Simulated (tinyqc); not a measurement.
## Coupling ratio and rate constant from the late transient

Question. Long after the knee a floating-gate cell follows U = Vg - (tox/ag) B/ln(K t). Find K and ag.

Parameters, values chosen for the exercise:
- tox = 7.3 nm (tunnel oxide thickness)
- Vg = 13.1 V (control-gate voltage)

U at t = 0.0001 and 0.01 s (V): 1.9293643  3.7269852
B = 24.985659 V/nm

Answer. 1/(Vg - U) is linear in ln t; the ratio of the two values gives ln(K t_a), and either value gives ag.

K = 2.68e14 1/s
ag = 0.680

Computed by the program tinyqc: `OMP_NUM_THREADS=1 python tinyqc.py 2130161 2130162 out.jsonl`, one thread of a shared Intel Xeon 2.30GHz, about 0.02 s for the whole run.
